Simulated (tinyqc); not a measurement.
MOS inversion layer, Poisson-Schroedinger loop: two steps of the calculation.

Electrons confined at an insulator interface at z = 0, treated as a hard wall; parabolic valleys, Hartree approximation, no image or exchange terms. The depletion charge lies far deeper than the electrons and gives a uniform field q Nd/(eps0 eps_r); the gate balances all charge. Energies are counted from the band edge at the interface.

Inputs (values chosen for the exercise); masses and permittivity close to those of silicon (100): relative permittivity eps_r = 11.8; mass along z of valley set A (2 valley(s)) mz1 = 0.903 m0; sheet density of electrons Ns = 1.3e13 cm^-2; sheet density of depletion charge Nd = 6.1e11 cm^-2; mixing factor a = 0.3.

Constants: q = 1.602176634e-19 C, hbar = 1.054571817e-34 J s, m0 = 9.1093837015e-31 kg, eps0 = 8.8541878128e-14 F/cm where lengths are in cm, hbar^2/(2 m0) = 0.0380998212 eV nm^2. Results are converted to the units shown.

Question 1. Density, output potential and mixing. n_i = sum_k N_k |psi_k|^2 (converted to cm^-3). Hartree part by Gauss: on the interval before node i the electrons still beyond are S_i = Ns - hz sum_(j<i) n_j, and U_i = U_(i-1) + q S_i hz/(eps0 eps_r) in eV, U_0 = 0 at the interface. Mixing: U(new) = U + a (U(out) - U).

z, node 1 to 16 (nm): [0.76, 1.52, 2.28, 3.04, 3.8, 4.56, 5.32, 6.08, 6.84, 7.6, 8.36, 9.12, 9.88, 10.64, 11.4, 12.16]
N_k (cm^-2): A1 3.3388740e12, A2 1.5261655e12, B1 6.9095911e12, B2 1.2253694e12
self-consistent potential U at the start, node 1 to 16 (eV): [0, 0, 0, 0, 0, 0, 0, 0, 0, 0, 0, 0, 0, 0, 0, 0]
|psi|^2 of A1, node 1 to 16 (1/nm): [0.11741095, 0.30309944, 0.35461428, 0.27264624, 0.15674615, 0.07187029, 0.02731770, 0.00883334, 0.00247570, 0.00060999, 0.00013361, 0.00002625, 0.00000466, 0.00000075, 0.00000011, 0.00000001]
|psi|^2 of A2, node 1 to 16 (1/nm): [0.10930970, 0.16950468, 0.04934424, 0.00843718, 0.13201365, 0.25204436, 0.25617356, 0.17959325, 0.09628312, 0.04169999, 0.01509457, 0.00467285, 0.00125636, 0.00029501, 0.00005889, 0.00000805]
|psi|^2 of B1, node 1 to 16 (1/nm): [0.02611184, 0.08905631, 0.15647941, 0.20083328, 0.21094467, 0.19121335, 0.15411120, 0.11251605, 0.07533765, 0.04663642, 0.02680541, 0.01429927, 0.00701659, 0.00307832, 0.00110978, 0.00023992]
|psi|^2 of B2, node 1 to 16 (1/nm): [0.03199464, 0.09325996, 0.12159173, 0.09246488, 0.03569808, 0.00114301, 0.01633109, 0.07156986, 0.13461316, 0.17501583, 0.17946995, 0.15269867, 0.10930390, 0.06455244, 0.02893024, 0.00715203]

Find: n; U(out); U after round 1.

Answer 1.

n, node 1 to 16 (in units of 1e19 cm^-3): [0.7785, 2.0003, 2.4895, 2.4242, 2.2261, 1.9472, 1.5670, 1.1687, 0.8407, 0.6024, 0.4286, 0.2931, 0.1844, 0.1008, 0.0432, 0.0104]
U(out), node 1 to 16 (eV): [0.15151, 0.29612, 0.42302, 0.52786, 0.61123, 0.67489, 0.72130, 0.75382, 0.77600, 0.79073, 0.80012, 0.80572, 0.80872, 0.81009, 0.81057, 0.81066]
U after round 1, node 1 to 16 (eV): [0.04545, 0.08884, 0.12691, 0.15836, 0.18337, 0.20247, 0.21639, 0.22615, 0.23280, 0.23722, 0.24004, 0.24172, 0.24262, 0.24303, 0.24317, 0.24320]

Question 2. Closed-form estimates. Triangular well: E_k = a_k (C F^2/mz)^(1/3), a_1 = 2.338107, a_2 = 4.087949, C = hbar^2/(2 m0), F in eV/nm. Fang-Howard (all electrons in the lowest level of set A): b^3 = 6 (mz1/C) q (Nd + 11 Ns/32)/(eps0 eps_r), centroid 3/b, level C b^2/(4 mz1) + (3/b) q (Nd + 11 Ns/16)/(eps0 eps_r). Use F = q (Nd + Ns)/(eps0 eps_r), the surface field, and F = q (Nd + Ns/2)/(eps0 eps_r).

Wanted: A1 with the surface field; A1 with Nd + Ns/2; A2 with Nd + Ns/2; b; Fang-Howard centroid; Fang-Howard level.

Answer 2.

A1 with the surface field = 0.2864 eV
A1 with Nd + Ns/2 = 0.1858 eV
A2 with Nd + Ns/2 = 0.3248 eV
b = 2.229 1/nm
Fang-Howard centroid = 1.346 nm
Fang-Howard level = 0.2495 eV

tinyqc, about 1 s, one thread, Intel Xeon 2.30GHz (shared host): `OMP_NUM_THREADS=1 python tinyqc.py 2160037 2160038 out.jsonl`
